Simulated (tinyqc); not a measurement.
Worked calculation: RKS/B3LYP (VWN-RPA form) in the sto-3g basis, for H3-, spin multiplicity 1. The basis has no diffuse functions, so it cannot describe the extra electron: this is an exercise in the method, not the real anion. Computed by tinyqc, a small Python program that keeps every step (integrals from PySCF). Settings: charge = -1, multiplicity = 1, basis = sto-3g, energy threshold = 1e-08, iteration cap = 50, orthogonalisation = symmetric, start = atomic densities, DIIS depth = 4, DIIS from iteration = 3, method = RKS, functional = b3lyp, grid = [10, 86]. Command: `OMP_NUM_THREADS=1 python tinyqc.py 31894 31895 out.jsonl` (the two numbers bound the seeds that draw the settings). One thread of a shared host (Intel(R) Xeon(R) Processor @ 2.60GHz), about 2 s of CPU time with the checks. Later iterations appear only in the table of the cycle.

## One-electron integrals

Geometry (angstrom):

| atom | x | y | z |
|---|---|---|---|
| H | 0.00000 | 0.00000 | 0.00000 |
| H | 0.00000 | 0.00000 | 1.54400 |
| H | 0.00000 | 1.33700 | 0.77200 |

Basis sto-3g: exponents (1/bohr^2) and contraction coefficients of normalised primitives:

| element | l (shell) | exponent | coefficient |
|---|---|---|---|
| H | s (1) | 3.42525 | 0.15433 |
| H | s (1) | 0.62391 | 0.53533 |
| H | s (1) | 0.16886 | 0.44463 |

Overlap, kinetic and nuclear-attraction integrals over the contracted functions; the nuclear repulsion is the sum of Za Zb / Rab.

nuclear repulsion = 1.0282491 hartree

overlap S:
```
         1H 1s    2H 1s    3H 1s
1H 1s  1.00000  0.24101  0.24106
2H 1s  0.24101  1.00000  0.24106
3H 1s  0.24106  0.24106  1.00000
```

kinetic energy T (hartree):
```
         1H 1s    2H 1s    3H 1s
1H 1s  0.76003  0.00616  0.00617
2H 1s  0.00616  0.76003  0.00617
3H 1s  0.00617  0.00617  0.76003
```

nuclear attraction V (hartree):
```
          1H 1s     2H 1s     3H 1s
1H 1s  -1.90981  -0.39885  -0.39893
2H 1s  -0.39885  -1.90981  -0.39893
3H 1s  -0.39893  -0.39893  -1.90984
```

core Hamiltonian H = T + V (hartree):
```
          1H 1s     2H 1s     3H 1s
1H 1s  -1.14978  -0.39269  -0.39276
2H 1s  -0.39269  -1.14978  -0.39276
3H 1s  -0.39276  -0.39276  -1.14981
```

## Two-electron integrals

Functions are numbered as in S; the eight-fold symmetry (ij|kl) = (ji|kl) = (kl|ij) leaves the list below.

Two-electron integrals (ij|kl) in chemists' order, unique and non-zero (hartree):
```
(11|11) 0.77461   (21|11) 0.12763   (21|21) 0.03265   (22|11) 0.33688
(22|21) 0.12763   (22|22) 0.77461   (31|11) 0.12765   (31|21) 0.02739
(31|22) 0.08835   (31|31) 0.03267   (32|11) 0.08835   (32|21) 0.02739
(32|22) 0.12765   (32|31) 0.02739   (32|32) 0.03267   (33|11) 0.33691
(33|21) 0.08834   (33|22) 0.33691   (33|31) 0.12765   (33|32) 0.12765
(33|33) 0.77461
```

## Orthogonalisation

S = U s U^T; symmetric (Loewdin) form X = U s^(-1/2) U^T, so that X^T S X = 1.

eigenvalues of S: 0.75893  0.75899  1.48209

X:
```
          1H 1s     2H 1s     3H 1s
1H 1s   1.03905  -0.10880  -0.10883
2H 1s  -0.10880   1.03905  -0.10883
3H 1s  -0.10883  -0.10883   1.03906
```

## Starting guess

The start is atomic minimal-basis densities projected into this basis (PySCF's MINAO start) and scaled to the electron count of each spin; this density is not idempotent, so its energy is not variational and may lie below the converged one.

D at the start:
```
         1H 1s    2H 1s    3H 1s
1H 1s  1.28948  0.09097  0.09098
2H 1s  0.09097  1.28948  0.09098
3H 1s  0.09098  0.09098  1.28947
```

## Iteration 1: exchange-correlation on the grid

Becke grid with 10 radial and 86 angular points per atom, points of zero weight dropped. rho = sum D_ij phi_i phi_j; V_xc,ij = sum w v_xc phi_i phi_j plus the gradient terms; v_xc is d(rho eps)/d rho at fixed gradient. Exact exchange is left to K.

The 8 grid points with the largest w rho, of 2580 (bohr, atomic units):

| x | y | z | w | rho | \|grad rho\|^2 | eps_xc | v_xc |
|---|---|---|---|---|---|---|---|
| 0.00000 | 0.39610 | 0.98148 | 0.08750 | 0.07004 | 0.01292 | -0.29811 | -0.35835 |
| 0.00000 | 0.39610 | 1.93625 | 0.08750 | 0.07004 | 0.01292 | -0.29811 | -0.35835 |
| -0.20010 | 0.73490 | 2.18284 | 0.08761 | 0.06939 | 0.01312 | -0.29774 | -0.35712 |
| 0.20010 | 0.73490 | 2.18284 | 0.08761 | 0.06939 | 0.01312 | -0.29774 | -0.35712 |
| 0.20010 | 0.73490 | 0.73490 | 0.08761 | 0.06939 | 0.01312 | -0.29774 | -0.35712 |
| -0.20010 | 0.73490 | 0.73490 | 0.08761 | 0.06939 | 0.01312 | -0.29774 | -0.35712 |
| -0.39610 | 1.54508 | 1.45887 | 0.08975 | 0.06746 | 0.01477 | -0.29772 | -0.35312 |
| 0.39610 | 1.54508 | 1.45887 | 0.08975 | 0.06746 | 0.01477 | -0.29772 | -0.35312 |

electrons on the grid, sum of w rho = 4.00113

E_xc = sum of w rho eps_xc = -1.2066366 hartree

V_xc (hartree):
```
          1H 1s     2H 1s     3H 1s
1H 1s  -0.38703  -0.07771  -0.07770
2H 1s  -0.07771  -0.38703  -0.07770
3H 1s  -0.07770  -0.07770  -0.38706
```

## Iteration 1: building the Kohn-Sham matrix

J_ij = sum D_kl (ij|kl), K_ij = sum D_kl (ik|jl); F = H + J - 0.1 K + V_xc; E = tr D H + tr D J / 2 - 0.05 tr D K + E_xc + E_nn.

Coulomb J (hartree):
```
         1H 1s    2H 1s    3H 1s
1H 1s  1.93020  0.45896  0.45905
2H 1s  0.45896  1.93020  0.45905
3H 1s  0.45905  0.45905  1.93023
```

exchange K (hartree):
```
         1H 1s    2H 1s    3H 1s
1H 1s  1.13450  0.41915  0.41921
2H 1s  0.41915  1.13450  0.41921
3H 1s  0.41921  0.41921  1.13452
```

Kohn-Sham matrix F (hartree):
```
          1H 1s     2H 1s     3H 1s
1H 1s   0.27994  -0.05335  -0.05333
2H 1s  -0.05335   0.27994  -0.05333
3H 1s  -0.05333  -0.05333   0.27992
```

total energy of this density = -1.2127927 hartree

This density is the starting one; it is not idempotent, so its energy is not variational and may lie below the converged one.

## Iteration 1: diagonalisation and new density

Diagonalise F' = X^T F X, C = X C', fill 2 alpha and 2 beta electrons from the bottom; D = 2 C_occ C_occ^T. Each column has its largest component positive (the first on a tie).

F' = X^T F X (hartree):
```
          1         2         3
1   0.33172  -0.10741  -0.10741
2  -0.10741   0.33172  -0.10741
3  -0.10741  -0.10741   0.33170
```

orbital energies (hartree): MO1 0.11690, MO2 0.43911, MO3 0.43913

coefficients C:
```
           MO1       MO2       MO3
1H 1s  0.47424  -0.46864   0.81165
2H 1s  0.47424  -0.46864  -0.81165
3H 1s  0.47426   0.93723   0.00000
```

D after iteration 1:
```
          1H 1s     2H 1s     3H 1s
1H 1s   0.88905   0.88905  -0.42863
2H 1s   0.88905   0.88905  -0.42863
3H 1s  -0.42863  -0.42863   2.20665
```

## Iteration 2: exchange-correlation on the grid

As before.

The 8 grid points with the largest w rho, of 2580 (bohr, atomic units):

| x | y | z | w | rho | \|grad rho\|^2 | eps_xc | v_xc |
|---|---|---|---|---|---|---|---|
| -0.61106 | 3.13763 | 0.84780 | 0.09569 | 0.09235 | 0.04727 | -0.33436 | -0.38752 |
| 0.61106 | 3.13763 | 0.84780 | 0.09569 | 0.09235 | 0.04727 | -0.33436 | -0.38752 |
| 0.61106 | 3.13763 | 2.06993 | 0.09569 | 0.09235 | 0.04727 | -0.33436 | -0.38752 |
| -0.61106 | 3.13763 | 2.06993 | 0.09569 | 0.09235 | 0.04727 | -0.33436 | -0.38752 |
| -0.39610 | 3.50805 | 1.45887 | 0.09464 | 0.09329 | 0.04776 | -0.33510 | -0.38878 |
| 0.39610 | 3.50805 | 1.45887 | 0.09464 | 0.09329 | 0.04776 | -0.33510 | -0.38878 |
| -0.73490 | 3.26146 | 1.25876 | 0.09516 | 0.09277 | 0.04746 | -0.33468 | -0.38809 |
| 0.73490 | 3.26146 | 1.25876 | 0.09516 | 0.09277 | 0.04746 | -0.33468 | -0.38809 |

electrons on the grid, sum of w rho = 4.00101

E_xc = sum of w rho eps_xc = -1.2455788 hartree

V_xc (hartree):
```
          1H 1s     2H 1s     3H 1s
1H 1s  -0.35653  -0.07421  -0.07782
2H 1s  -0.07421  -0.35653  -0.07782
3H 1s  -0.07782  -0.07782  -0.43402
```

## Iteration 2: building the Kohn-Sham matrix

As before.

Coulomb J (hartree):
```
         1H 1s    2H 1s    3H 1s
1H 1s  1.77338  0.43296  0.47094
2H 1s  0.43296  1.77338  0.47094
3H 1s  0.47094  0.47094  2.24655
```

exchange K (hartree):
```
         1H 1s    2H 1s    3H 1s
1H 1s  0.88380  0.51671  0.31441
2H 1s  0.51671  0.88380  0.31441
3H 1s  0.31441  0.31441  1.59721
```

Kohn-Sham matrix F (hartree):
```
          1H 1s     2H 1s     3H 1s
1H 1s   0.17869  -0.08561  -0.03109
2H 1s  -0.08561   0.17869  -0.03109
3H 1s  -0.03109  -0.03109   0.50300
```

total energy of this density = -1.0610997 hartree

## Iteration 2: diagonalisation and new density

As before.

F' = X^T F X (hartree):
```
          1         2         3
1   0.22664  -0.12158  -0.09708
2  -0.12158   0.22664  -0.09708
3  -0.09708  -0.09708   0.55933
```

orbital energies (hartree): MO1 0.06678, MO2 0.34822, MO3 0.59760

coefficients C:
```
           MO1       MO2       MO3
1H 1s  0.60441   0.81165  -0.28146
2H 1s  0.60441  -0.81165  -0.28146
3H 1s  0.13075   0.00000   1.04222
```

D after iteration 2:
```
          1H 1s     2H 1s    3H 1s
1H 1s   2.04816  -0.58693  0.15805
2H 1s  -0.58693   2.04816  0.15805
3H 1s   0.15805   0.15805  0.03419
```

## Convergence

Stop when the energy changes by less than 1e-08 hartree and every element of the error matrix X^T (F D S - S D F) X is below 3e-05.

Course of the cycle:

| iteration | E (hartree) | change | largest element of the error matrix |
|---|---|---|---|
| 1 | -1.2127927 | - | 1.23e-06 |
| 2 | -1.0610997 | 1.52e-01 | 5.73e-12 |
| 3 | -0.7697171 | 2.91e-01 | 3.22e-01 |
| 4 | -1.0610997 | -2.91e-01 | 3.06e-12 |
| 5 | -0.7697171 | 2.91e-01 | 3.22e-01 |
| 6 | -0.7697171 | 6.66e-16 | 3.22e-01 |
| 7 | -0.7697171 | 1.55e-15 | 3.22e-01 |
| 8 | -0.7697171 | -2.44e-15 | 3.22e-01 |
| 9 | -1.0610997 | -2.91e-01 | 2.29e-12 |
| 10 | -0.7697171 | 2.91e-01 | 3.22e-01 |
| 11 | -0.7697171 | -8.88e-16 | 3.22e-01 |
| 12 | -0.7697171 | 5.55e-16 | 3.22e-01 |
| 13 | -0.7697171 | 0.00000 | 3.22e-01 |
| 14 | -1.0610997 | -2.91e-01 | 1.72e-12 |
| ... | ... | ... | ... |
| 37 | -0.7697171 | 1.11e-15 | 3.22e-01 |
| 38 | -0.7697171 | 8.88e-16 | 3.22e-01 |
| 39 | -1.0610997 | -2.91e-01 | 4.15e-13 |
| 40 | -0.7697171 | 2.91e-01 | 3.22e-01 |
| 41 | -0.7697171 | -1.44e-15 | 3.22e-01 |
| 42 | -0.7697171 | 1.44e-15 | 3.22e-01 |
| 43 | -0.7697171 | -1.11e-15 | 3.22e-01 |
| 44 | -1.0610997 | -2.91e-01 | 3.14e-13 |
| 45 | -0.7697171 | 2.91e-01 | 3.22e-01 |
| 46 | -0.7697171 | -2.22e-15 | 3.22e-01 |
| 47 | -0.7697171 | 9.99e-16 | 3.22e-01 |
| 48 | -0.7697171 | 1.44e-15 | 3.22e-01 |
| 49 | -1.0610997 | -2.91e-01 | 2.38e-13 |
| 50 | -0.7697171 | 2.91e-01 | 3.22e-01 |

PySCF RKS in the same basis, fine grid = -0.7696999 hartree

Not converged within the cap of 50 iterations: the residual wanders without falling. Reruns (cap 100 unless said): DIIS 8: not converged; damping 0.5: not converged; level shift 0.5: converged in 7; atomic densities as start, DIIS 8: not converged; the original settings with a cap of 400: not converged.
